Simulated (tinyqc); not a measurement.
Transverse acoustic branch against its sound line: Keating valence-force model of a tetrahedral crystal. Computed by tinyqc, a small Python program. Command: `OMP_NUM_THREADS=1 python tinyqc.py 3004532 3004533 out.jsonl keating walk`. One thread of a shared host (Intel(R) Xeon(R) Processor @ 2.30GHz), about 0.01 s of CPU time with the checks.

Atom A sits at 0 and atom B at a/4 (1,1,1) of an fcc lattice; the four bonds from A are t = a/4 (1,1,1), a/4 (1,-1,-1), a/4 (-1,1,-1), a/4 (-1,-1,1), of length d = sqrt(3) a/4. Energy: E = (3 alpha/(8 d^2)) sum over bonds (r.r - d^2)^2 + (3 beta/(8 d^2)) sum over pairs of bonds at one atom (r_i.r_j + d^2/3)^2, with beta_A for the six pairs at A and beta_B for the six at B. The cell holds two atoms, Omega = a^3/4. 1 N/m = 1 J/m^2.

Inputs (values chosen for the exercise, for a model crystal):
```
quantity               value      unit
lattice constant a     4.504  angstrom
mass M_A                35.3         u
mass M_B                39.5         u
bond stretching alpha   77.2       N/m
bond bending beta_A     20.1       N/m
bond bending beta_B     16.5       N/m
```

Structure: zinc blende.

Constants: nu for 1 eV/(angstrom^2 u) = 15.6333042 THz; 1 eV/angstrom^2 = 16.02176634 J/m^2; u = 1.6605390666e-27 kg.

Method:
- beta = (beta_A + beta_B)/2; C11 = (alpha + 3 beta)/a, C12 = (alpha - beta)/a, C44 = 4 alpha beta/(a (alpha + beta)); with the two sublattices clamped C44(0) = (alpha + beta)/a; internal-strain parameter zeta = (alpha - beta)/(alpha + beta); B = (C11 + 2 C12)/3.
- With displacements u exp(i q.r), each bracket changes by g.u, where g = (g_A, g_B): bond t, g = (-2 t, 2 t exp(i q.t)); pair (i, j) at A, g = (-(t_i + t_j), t_i exp(i q.t_j) + t_j exp(i q.t_i)); pair at B, g = (-t_i exp(-i q.t_j) - t_j exp(-i q.t_i), t_i + t_j). Then D_mn = sum over the 4 bonds and 12 pairs of (4 k/a^2) conj(g_m) g_n / sqrt(M_m M_n), with k = alpha or beta converted to eV/angstrom^2. Only the short-range forces enter; the Coulomb field of the charges is left out.
- An eigenvalue lambda of D in eV/(angstrom^2 u) gives nu = 15.6333042 THz x sqrt(lambda).
- The sound line is nu = v q/(2 pi) with v = sqrt(C44/rho), rho = (M_A + M_B)/Omega; the clamped line uses C44(0).

C44 = 131.379 GPa

clamped C44(0) = 212.034 GPa

Frequencies (THz) along G-X; columns: (1) q (2 pi/a); (2) lowest branch; (3) sound line, relaxed C44; (4) sound line, clamped C44(0); (5) third-lowest frequency; (6) highest frequency:
```
(1)      (2)     (3)     (4)     (5)     (6)
0.05  0.5454   0.546   0.693   0.815  17.672
0.15  1.6288   1.637   2.080   2.436  17.605
0.30  3.2074   3.274   4.159   4.810  17.387
0.45  4.6789   4.911   6.239   7.065  17.050
0.60  5.9717   6.548   8.319   9.150  16.641
0.75  6.9877   8.185  10.398  11.023  16.241
0.90  7.6001   9.822  12.478  12.641  15.964
1.00  7.7236  10.913  13.864  13.363  15.904
```

What follows from these numbers?

At small q the branch follows the relaxed line (0.999 of it, against 0.787 of the clamped one): in a long shear wave the sublattices shift against each other. At X it reaches 71 % of the relaxed line. Real tetrahedral semiconductors have flatter TA branches than a Keating model fitted to their elastic constants, which needs longer-ranged terms to mend.

Extremes, crossings and ranges named in words are read from the listed rows.
